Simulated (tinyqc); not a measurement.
From hydrogen coverage theta back to desorption energy on silicon E_d: microkinetic model of low-temperature epitaxy from hydride gases: adsorption, hydrogen desorption and rate control. Computed by tinyqc, a small Python program. Command: `OMP_NUM_THREADS=1 python tinyqc.py 3022970 3022971 out.jsonl hepi inv`. One thread of a shared host (Intel(R) Xeon(R) Processor @ 2.30GHz), about 0.06 s of CPU time with the checks.

Each hydride molecule needs two free sites and leaves four hydrogen atoms, of which two leave at once as H2; theta is the hydrogen coverage, the site density is 6.78 per nm^2 and one layer is 1.358 angstrom thick.

Inputs (values chosen for the exercise, close to those used for silane and germane on Si(001)):

| quantity | value | unit |
|---|---|---|
| silane pressure p_S | 0.19 | Pa |
| sticking prefactor of silane s0 | 0.19 | - |
| adsorption barrier E_s | 0.12 | eV |
| desorption prefactor nu_d | 1.6e+12 | 1/s |
| hydrogen carrier pressure p_H | 0 | Pa |
| sticking of hydrogen s_H | 4.4e-08 | - |
| temperature T | 760 | C |
| germane pressure p_G | 0.006 | Pa |
| sticking ratio of germane to silane r_G | 2.9 | - |
| lowering of E_d per unit germanium fraction, dE | 0.39 | eV |

Film: silicon-germanium. Order of hydrogen desorption: first.

Constants: k_B = 8.617333262e-05 eV/K; u = 1.6605390666e-27 kg; k_B = 1.380649e-23 J/K.

Method:
- Flux per site F = p/(sqrt(2 pi M k_B T) x 6.78e18 per m^2), M = 32.12 u (silane), 76.63 u (germane), 2.016 u (hydrogen); s = s0 exp(-E_s/(k_B T)); k_S = s F_S, k_G = r_G s F_G; germanium fraction x = k_G/(k_S + k_G); k = k_S + k_G; k_H = s_H F_H; k_d = nu_d exp(-(E_d - dE x)/(k_B T)).
- Temperatures in kelvin are T(C) + 273.15.
- With k the hydride and k_H the hydrogen adsorption rate on free pairs and k_d the desorption rate, steady state: 2 (k + k_H)(1 - theta)^2 = k_d theta; growth rate R = k (1 - theta)^2 layers/s; 1 layer/s = 8.148 nm/min.
- With c = 2 (k + k_H)/k_d the free share is 1 - theta = 2/(1 + sqrt(1 + 4c)).

Problem. A run gave the result below. Find the desorption energy on silicon E_d, known to lie between 1.9 and 2.3 eV.

hydrogen coverage theta = 0.3684066

Solution.

Each step takes the trial c = (a f_b - b f_a)/(f_b - f_a), f being the result less the target and a, b, c the logarithms of the listed values; c replaces end b, the old b replaces a if the sign of f changed, and otherwise f_a is halved.

Scan of the range:

| desorption energy on silicon E_d (eV) | hydrogen coverage theta |
|---|---|
| 1.90 | 0.035755 |
| 1.96 | 0.065839 |
| 2.02 | 0.115741 |
| 2.09 | 0.205241 |
| 2.16 | 0.324993 |
| 2.23 | 0.458727 |
| 2.30 | 0.586806 |

False position (Illinois rule, in the logarithm of the input) inside the bracket:

| step | end a | end b | trial | hydrogen coverage theta |
|---|---|---|---|---|
| 1 | 2.16000 | 2.23000 | 2.18248 | 0.367413 |
| 2 | 2.23000 | 2.18248 | 2.18299 | 0.368390 |
| 3 | 2.23000 | 2.18299 | 2.18301 | 0.368423 |
| 4 | 2.18299 | 2.18301 | 2.18300 | 0.368407 |

Hydrogen coverage theta rises at every point of a 13-point scan of the range (every second point is shown), so one value fits; it is bracketed by 2.16 and 2.23. Answer: desorption energy on silicon E_d = 2.183 eV.
